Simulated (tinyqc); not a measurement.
What moves the results: band offset of a heterojunction with an interface dipole (two-band chains, self-consistent charge). A value that a table varies takes the place of the one given here.

Sites alternate A, C. Left: A at -G1/2, C at +G1/2, hopping -t1; right: A at D - G2/2, C at D + G2/2, hopping -t2; the bonds across the two interfaces of a ring (C left to A right, C right to A left) have -sqrt(t1 t2). D is the offset of the mid-gaps, so Ev(right) - Ev(left) = D - (G2 - G1)/2 and Ec(right) - Ec(left) = D + (G2 - G1)/2. The closing bond has its sign reversed (antiperiodic ring). Half the levels are filled with two electrons each. The charge moved is q = (electrons on the left) less one a site; the mean over the two interfaces, q/2, is taken as the charge that crosses each, and its dipole opposes the offset: D = D0 - u q/2.

From here on the ring has 24 cells a side.

Parameters, chosen for this exercise (gaps near those of Si and SiO2; the chains and D0 are free models, so the offsets are not those of the real pair; the results hold for these values, not for the real material): G1 = 1.15 eV (gap on the left); G2 = 9.33 eV (gap on the right); t1 = 1.91 eV (hopping on the left); t2 = 1.77 eV (hopping on the right); u = 4.1 eV (potential step per electron moved across); D0 = -1.32 eV (mid-gap of the right side above that of the left, without dipole).

## Where the moved charge sits

D = -1.16951 eV

Electrons in cell k from an interface at the self-consistent D, less those at D = 0. Interface 1 joins C left to A right, interface 2 C right to A left. The decay lengths 1/(2 kappa a) are those of mid-gap states, cosh(kappa a) = 1 + G^2/(8 t^2).

Change of the electron count:

| k | left of 1 | right of 1 | left of 2 | right of 2 |
|---|---|---|---|---|
| 1 | -0.01634 | 0.02797 | -0.02728 | 0.04456 |
| 2 | -0.00625 | 0.00031 | -0.00951 | 0.00056 |
| 3 | -0.00289 | 0.00000 | -0.00427 | 0.00001 |
| 4 | -0.00140 | 0.00000 | -0.00204 | 0.00000 |
| 5 | -0.00069 | 0.00000 | -0.00100 | 0.00000 |
| 6 | -0.00035 | 0.00000 | -0.00050 | 0.00000 |

decay lengths (cells): left 1.667, right 0.230

Over six cells interface 1 moves -0.0279 electrons to the left side and +0.0283 to the right, interface 2 -0.0446 and +0.0451: each change is a dipole, and the two differ because the bonds join different sites. The first cells hold 79 % of it at interface 1. The tail is longer on the left, where the gap is smaller against the hopping: from k = 2 to 4 it falls by a factor 4.47, and pure mid-gap decay would give 3.32; the exponential carries a prefactor that falls as a power of the distance, so the first cells drop faster.

## Screening of the starting offset

chi = 0.059845 1/eV

D0 is varied; the self-consistent D is found by bisection. chi = dq/dD at D = 0; the linear rule is D = S D0 with S = 1/(1 + u chi/2). The gap of the junction closes (type III) at |D| = (G1 + G2)/2.

Against D0:

| 2 D0/(G1 + G2) | D0 (eV) | q at D0 | D (eV) | D/D0 | linear (eV) |
|---|---|---|---|---|---|
| -0.85 | -4.454 | -0.5387 | -3.7102 | 0.8330 | -3.9673 |
| -0.55 | -2.882 | -0.2316 | -2.4995 | 0.8673 | -2.5671 |
| -0.30 | -1.572 | -0.1026 | -1.3896 | 0.8840 | -1.4002 |
| -0.15 | -0.786 | -0.0481 | -0.6988 | 0.8891 | -0.7001 |
| 0.10 | 0.524 | 0.0317 | 0.4664 | 0.8900 | 0.4667 |
| 0.25 | 1.310 | 0.0832 | 1.1607 | 0.8861 | 1.1668 |
| 0.50 | 2.620 | 0.1999 | 2.2833 | 0.8715 | 2.3337 |
| 0.80 | 4.192 | 0.4689 | 3.5202 | 0.8397 | 3.7339 |
| 0.95 | 4.978 | 0.7117 | 4.0748 | 0.8186 | 4.4340 |

D/D0 lies between 0.819 and 0.890, against S = 0.891 from chi at D = 0; the linear rule misses by at most 359 meV. q is odd in D. Less than half of the starting offset is screened, so the natural line-up still counts most.

## Wider gaps screen less

G2 is varied. chi = (q(+0.01) - q(-0.01))/0.02 at D = 0, S = 1/(1 + u chi/2).

Against G2:

| G2 (eV) | chi (1/eV) | S |
|---|---|---|
| 0.7 | 0.58091 | 0.4564 |
| 1.1 | 0.47631 | 0.5060 |
| 1.5 | 0.40429 | 0.5468 |
| 2.3 | 0.30761 | 0.6133 |
| 3.4 | 0.22428 | 0.6850 |
| 5.5 | 0.13354 | 0.7851 |
| 7.0 | 0.09578 | 0.8359 |
| 9.0 | 0.06377 | 0.8844 |

chi falls from 0.5809 to 0.0638 1/eV, a factor 9.1, and S rises from 0.456 to 0.884: charge crosses through the tails of states that tunnel into the other gap, and these shorten as the gap widens. u is kept fixed, though a wider gap also screens less and would raise it.

## What each parameter does

Self-consistent D by bisection, q there, and the two offsets. Each row changes one parameter from the base and keeps the others.

Results:

| case | D (eV) | q | valence offset (eV) | conduction offset (eV) |
|---|---|---|---|---|
| base | -1.1695 | -0.0734 | -5.2595 | 2.9205 |
| G1 = 1.322 eV | -1.1719 | -0.0723 | -5.1759 | 2.8321 |
| G2 = 10.729 eV | -1.2011 | -0.0580 | -5.9906 | 3.5884 |
| t1 = 2.196 eV | -1.1641 | -0.0760 | -5.2541 | 2.9259 |
| t2 = 2.035 eV | -1.1598 | -0.0781 | -5.2498 | 2.9302 |
| D0 = -1.518 eV | -1.3426 | -0.0856 | -5.4326 | 2.7474 |
| u = 4.715 eV | -1.1501 | -0.0721 | -5.2401 | 2.9399 |

The largest shifts from the base row, up to three for each result and ties (the steps differ in size, so this ranks the rows, not the parameters). D (eV): D0 -0.1731, G2 -0.0316, u +0.0194. q: G2 +0.0154, D0 -0.0122, t2 -0.0047. valence offset (eV): G2 -0.7311, D0 -0.1731, G1 +0.0836. conduction offset (eV): G2 +0.6679, D0 -0.1731, G1 -0.0884.

Run: tinyqc, `OMP_NUM_THREADS=1 python tinyqc.py 1450577 1450578 out.jsonl`; Intel(R) Xeon(R) Processor @ 2.30GHz, one thread, shared host; about 0.4 s of CPU time with all checks.
